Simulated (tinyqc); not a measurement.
Spin coating of a resist or spin-on film: centrifugal thinning, evaporation and the final thickness (Emslie and Meyerhofer models): one step, computed by the program tinyqc.

A Newtonian film stays uniform over the wafer; solvent and solids have the same density and the concentration is uniform through the thickness.

Task: Rates. omega = 2 pi f/60; nu(c) = nu_s + k c^gamma; evaporation rate e = e0 sqrt(f/1000 rpm). Flow constant K = 2 omega^2/(3 nu(c0)); Reynolds number of the air omega R^2/nu_air with nu_air = 15 mm^2/s.

Inputs (values chosen for the exercise, of the order of those of a polymer resist in an ester solvent):

| quantity | value | unit |
|---|---|---|
| solids volume fraction c0 | 0.33 | - |
| kinematic viscosity of the solvent nu_s | 2.2 | mm^2/s |
| viscosity constant k | 2200 | mm^2/s |
| viscosity exponent gamma | 2.8 | - |
| spin speed f | 6000 | rpm |
| evaporation rate at 1000 rpm e0 | 0.15 | micrometre/s |
| wafer radius R | 100 | mm |

Give: omega; nu(c0); evaporation rate e; flow constant K; Reynolds number of the air.

Result:

omega = 628.32 1/s

nu(c0) = 100.89 mm^2/s

evaporation rate e = 0.36742 micrometre/s

flow constant K = 0.0026087 1/(micrometre^2 s)

Reynolds number of the air = 4.1888e+05

Caution: above a Reynolds number of about 3e5 the air flow near the rim turns turbulent, and evaporation is no longer uniform.
